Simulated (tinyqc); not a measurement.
# Circular transfer-length structure: two studies

A disc contact of radius r0 and a very wide ring contact from r1 = r0 + sp outwards lie on a thin layer; the metal has no resistance and the sheet resistance under the contacts equals Rsh.

Values chosen for this exercise:

| symbol | value | unit | meaning |
|---|---|---|---|
| Rsh | 2200 | ohm/sq | sheet resistance of the semiconductor layer |
| rc | 7.9e-6 | ohm cm^2 | specific contact resistivity |
| r0 | 1.6 | um | radius of the inner contact |
| sp | 0.37 | um | gap between the contacts |

Each table varies one quantity; the others keep the values above.

## Resistance against gap

Transfer length Lt = sqrt(rc/Rsh). R = (Rsh/2 pi) [(Lt/r0) I0(r0/Lt)/I1(r0/Lt) + ln(r1/r0) + (Lt/r1) K0(r1/Lt)/K1(r1/Lt)] with modified Bessel functions; for r0 >> Lt both ratios tend to 1. The last column is Rsh (sp + 2 Lt)/(2 pi r0).

Results:

| sp (um) | R (ohm) | large-radius form (ohm) | linear form (ohm) |
|---|---|---|---|
| 0.07 | 290.3 | 271.8 | 277.6 |
| 0.11 | 296.4 | 277.1 | 286.3 |
| 0.16 | 303.9 | 283.7 | 297.3 |
| 0.39 | 336.4 | 313.0 | 347.6 |
| 0.6 | 363.6 | 338.0 | 393.6 |
| 0.92 | 401.5 | 373.5 | 463.6 |
| 1.4 | 451.6 | 421.2 | 568.6 |
| 2.2 | 521.8 | 489.2 | 743.7 |

Estimate the missing row, sp = 0.25 um.

Computed row:

| sp (um) | R (ohm) | large-radius form (ohm) | linear form (ohm) |
|---|---|---|---|
| 0.25 | 316.9 | 295.4 | 317.0 |

With this row back in the table: R rises from 290 to 522 ohm. The linear form is 4.4 % below it in the first row and 43 % above it in the last, where ln(1 + sp/r0) has bent well below sp/r0. A straight line through the end rows, read with the linear form, gives Rsh = 1090 ohm/sq and Lt = 1.30 um, against 2200 and 0.599.

## Effect of the inner radius

Same model as above.

Effect of the inner radius:

| r0 (um) | r0/Lt | inner contact (ohm) | rc/(pi r0^2) (ohm) | Rsh Lt/(2 pi r0) (ohm) |
|---|---|---|---|---|
| 0.28 | 0.46726 | 3294.2 | 3207.5 | 749.35 |
| 0.5 | 0.83439 | 1091.0 | 1005.9 | 419.64 |
| 0.91 | 1.5186 | 383.84 | 303.66 | 230.57 |
| 1.6 | 2.6700 | 167.63 | 98.228 | 131.14 |
| 2.9 | 4.8394 | 81.337 | 29.901 | 72.351 |
| 5.3 | 8.8445 | 42.042 | 8.9521 | 39.589 |
| 9.5 | 15.853 | 22.818 | 2.7863 | 22.086 |
| 17 | 28.369 | 12.566 | 0.87012 | 12.342 |

What does the comparison show?

The inner contact goes as r0^(-1.91) between the first two rows, where it is 2.7 % above rc over the area, and as r0^(-1.03) between the last two, where it is 1.8 % above the rim form: a small disc uses its whole area, a large one only a rim of width Lt.

Numbers from tinyqc (`OMP_NUM_THREADS=1 python tinyqc.py 2760133 2760134 out.jsonl`; about 0.01 s on one thread of a shared Intel Xeon 2.30GHz).
